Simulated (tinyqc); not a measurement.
# Frequency dispersion of an accumulation capacitance by border traps, distributed model: effects of single changes

Traps spread evenly through the insulator exchange electrons with the semiconductor by tunnelling, with tau(x) = t0 exp(2 ka x) at depth x from the interface. The admittance per area Y seen at depth x obeys dY/dx = -Y^2/(i w eps0 eox) + q Nb ln(1 + i w tau)/tau, with Y(0) = i w Cs and w = 2 pi f; the gate sees Y(tox) = G + i w C. Working variable y = Y/(i w), in uF/cm^2. Cox = eps0 eox/tox.

Parameters, values chosen for the exercise; permittivity close to that of silicon dioxide:
```
symbol,value,unit,meaning
eox,4.08,,relative permittivity of the insulator
tox,3.1,nm,insulator thickness
Cs,7.2,uF/cm^2,semiconductor capacitance in accumulation
Nb,1.4e19,cm^-3 eV^-1,density of border traps
ka,5.3,1/nm,decay constant of the wave function in the insulator
t0,3e-10,s,time constant of a trap at the interface
f,10000,Hz,frequency
```

Constants: q = 1.602176634e-19 C, eps0 = 8.8541878128e-14 F/cm where lengths are in cm. Results are converted to the units shown.

Each table varies one quantity; the others keep the values above.

## Capacitance and loss against frequency

Cox; trap-free value 1/(1/Cox + 1/Cs); response depth d = ln(1/(w t0))/(2 ka), where w tau = 1; lumped estimate: all traps within d act as C_bt = q Nb d placed at d/2, so C = 1/{1/[1/(1/Cs + d/(2 eps0 eox)) + C_bt] + (tox - d/2)/(eps0 eox)}. C and G from a fine integration; dispersion -d C/d log10 f over C, from f times and over 1.1. For a broad spread of time constants G/w is close to -(pi/2) dC/d ln w.

The same in every row: trap-free C (uF/cm^2) = 1.003.

Capacitance and loss against frequency:
```
f (Hz)  d (nm)  C (uF/cm^2)  G/w (uF/cm^2)  dispersion (% a decade)  -(pi/2) dC/d ln w (uF/cm^2)  lumped C (uF/cm^2)
10       1.678        1.067        0.01239                    1.696                      0.01235               1.051
100      1.461        1.051        0.01018                    1.416                      0.01015               1.039
1000     1.244        1.037       0.008210                    1.156                     0.008177               1.029
10000    1.026        1.026       0.006456                   0.9173                     0.006424               1.020
1e5     0.8091        1.018       0.004910                   0.7022                     0.004878               1.014
1e6     0.5919        1.012       0.003569                   0.5123                     0.003537               1.009
1e7     0.3746        1.008       0.002433                   0.3495                     0.002402               1.006
```

C falls from 1.067 to 1.008 uF/cm^2, towards the trap-free 1.003; each decade of frequency removes ln 10/(2 ka) = 0.217 nm from the response depth. The dispersion falls from 1.70 to 0.349 % a decade and G/w falls from 0.0124 to 0.00243 uF/cm^2. G/w lies between 1.00 and 1.01 times -(pi/2) dC/d ln w, the relation for a broad spread of time constants.

## Effect of the semiconductor capacitance in accumulation

Same model as above.

The same in every row: d (nm) = 1.026.

Results:
columns A: Cs (uF/cm^2); B: C (uF/cm^2); C: G/w (uF/cm^2); D: dispersion (% a decade); E: -(pi/2) dC/d ln w (uF/cm^2); F: lumped C (uF/cm^2); G: trap-free C (uF/cm^2)
```
A          B         C       D         E       F       G
0.2   0.3418   0.02200   9.423   0.02197  0.3257  0.1707
0.39  0.4338   0.01936   6.535   0.01934  0.4196  0.2922
0.75  0.5621   0.01597   4.159   0.01595  0.5502  0.4563
1.4   0.7082   0.01251   2.585   0.01249  0.6986  0.6360
2.8   0.8668  0.009236   1.558  0.009213  0.8592  0.8229
5.4   0.9864  0.007106   1.052  0.007076  0.9800  0.9585
20     1.116  0.005115  0.6664  0.005076   1.111   1.101
```

Estimate the missing row, Cs = 10 uF/cm^2.

Computed row:
columns A: Cs (uF/cm^2); B: C (uF/cm^2); C: G/w (uF/cm^2); D: dispersion (% a decade); E: -(pi/2) dC/d ln w (uF/cm^2); F: lumped C (uF/cm^2); G: trap-free C (uF/cm^2)
```
A       B         C       D         E      F      G
10  1.064  0.005884  0.8062  0.005849  1.058  1.044
```

With this row back in the table: As Cs goes from 0.2 to 20, C rises from 0.342 to 1.12 uF/cm^2, the dispersion falls from 9.42 to 0.666 % a decade and G/w falls from 0.0220 to 0.00512 uF/cm^2. The lumped estimate is 4.7 % below C in the first row and 0.48 % below it in the last. The same traps disperse C more when Cs is small, since they then add to the weaker series term.

Numbers from tinyqc (`OMP_NUM_THREADS=1 python tinyqc.py 2202212 2202213 out.jsonl`; about 0.4 s on one thread of a shared Intel Xeon 2.30GHz).
